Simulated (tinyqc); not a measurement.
# Quantum-well laser, gain and threshold, step by step

Computed by the program tinyqc: `OMP_NUM_THREADS=1 python tinyqc.py 2840121 2840122 out.jsonl`, one thread of a shared Intel Xeon 2.30GHz, about 0.02 s for the whole run. Printed values are rounded.

One electron and one heavy-hole subband per well, parabolic, with equal sheet densities n of electrons and holes; k-conserving transitions, TE polarisation, no line broadening, so the gain starts as a step at E0 and peaks there. All wells are pumped alike.

Values chosen for this exercise; well values close to those of strained InGaAs:
```
symbol    value    unit                           meaning
T           325       K                       temperature
E0         1.31      eV          lowest transition energy
me       0.0579      m0            in-plane electron mass
mh        0.156      m0                in-plane hole mass
Ep           27      eV                       Kane energy
nr         3.28                          refractive index
Lw            6      nm                        well width
Nw            1                           number of wells
Gw         0.01              optical confinement per well
ai           10    1/cm                     internal loss
Lc          750      um                     cavity length
R1         0.32                         front reflectance
R2         0.95                          back reflectance
A         2.5e7     1/s  defect recombination coefficient
B       0.00026  cm^2/s    radiative coefficient per well
C         1e-17  cm^4/s        Auger coefficient per well
eta        0.85                      injection efficiency
Wd            2      um                      stripe width
```

Constants: q = 1.602176634e-19 C, kB = 1.380649e-23 J/K, eps0 = 8.8541878128e-12 F/m, hbar = 1.054571817e-34 J s, m0 = 9.1093837015e-31 kg, c = 299792458 m/s, Vt = kB T/q. Results are converted to the units shown.

## Densities of states, saturated gain and threshold gain

Nc = me kB T/(pi hbar^2), Nv = mh kB T/(pi hbar^2), mr = me mh/(me + mh) in m0, g0(E) = q^2 Ep mr/(4 nr eps0 c hbar E Lw) (squared momentum element m0 Ep/4, joint density of states mr/(pi hbar^2 Lw) for both spins). Mirror loss am = ln(1/(R1 R2))/(2 Lc); threshold gain gth = (ai + am)/(Nw Gw).

Nc = 6.77379e11 cm^-2
Nv = 1.82506e12 cm^-2
mr = 0.0422272 m0
g0(E0) = 10138.5 1/cm
am = 7.93818 1/cm
gth = 1793.82 1/cm

## Iteration 1: threshold density by Newton steps

n at the start = 1.3e12 cm^-2

fe = 1 - exp(-n/Nc) and fh = 1 - exp(-n/Nv) are the fillings of the two band edges; f = g0 (fe + fh - 1) - gth; f' = g0 [(1 - fe)/Nc + (1 - fh)/Nv]; n(new) = n - f/f'.

fe = 0.853270
fh = 0.509487
f = 1884.01 1/cm
f' = 4.92103e-9 cm
n after iteration 1 = 9.17152e11 cm^-2

## Iteration 2: threshold density by Newton steps

As before.

fe = 0.741787
fh = 0.395003
f = -406.968 1/cm
f' = 7.22560e-9 cm
n after iteration 2 = 9.73475e11 cm^-2

## Course of the iteration: threshold density by Newton steps

Stop when n changes by less than 1000 cm^-2, or after 30 iterations. n must stay positive.

Course of the iteration:
```
iteration	n (cm^-2)	|change| (cm^-2)
1	9.17152e11	3.83e11
2	9.73475e11	5.63e10
3	9.75191e11	1.72e9
4	9.75193e11	1.52e6
5	9.75193e11	1.19
```

Converged in 5 iterations. At the end the number of correct digits about doubles with each step.

## Quasi-Fermi levels and threshold current

nth = 9.75193e11 cm^-2

Fc = Vt ln(exp(n/Nc) - 1) above the electron subband edge, Fv = Vt ln(exp(n/Nv) - 1) below the hole subband edge; gain extends from E0 to E0 + Fc + Fv. Jth = q Nw (A n + B n^2 + C n^3)/eta at n = nth, Ith = Jth Wd Lc; differential efficiency of both facets eta am/(ai + am).

Fc = 0.0327435 eV
Fv = -0.00973780 eV
width of the gain band = 0.0230057 eV
Jth = 52.9499 A/cm^2
Ith = 0.794249 mA
differential efficiency = 0.376150

The electrons are degenerate and the holes not degenerate at the band edge. Defect, radiative and Auger recombination carry 8.7, 88 and 3.3 % of the threshold current. Transparency (g = 0) needs n = 7.42e11 cm^-2.

## Gain spectrum at threshold

E - E0, point 0 to 7 (eV): 0  0.005  0.01  0.015  0.02  0.025  0.03  0.035

At photon energy E: fe = 1/(1 + exp(((mr/me)(E - E0) - Fc)/Vt)), fh = 1/(1 + exp(((mr/mh)(E - E0) - Fv)/Vt)), g = g0(E0)(E0/E)(fe + fh - 1).

```
point	fe	fh	g (1/cm)
0	0.762991	0.413940	1793.82
1	0.738646	0.402267	1423.22
2	0.712741	0.390704	1040.84
3	0.685363	0.379263	647.80
4	0.656633	0.367954	245.53
5	0.626708	0.356789	-164.19
6	0.595781	0.345776	-579.26
7	0.564073	0.334927	-997.34
```

The gain turns into absorption at E - E0 = Fc + Fv = 0.0230 eV (Bernard-Duraffourg condition), inside the listed range.
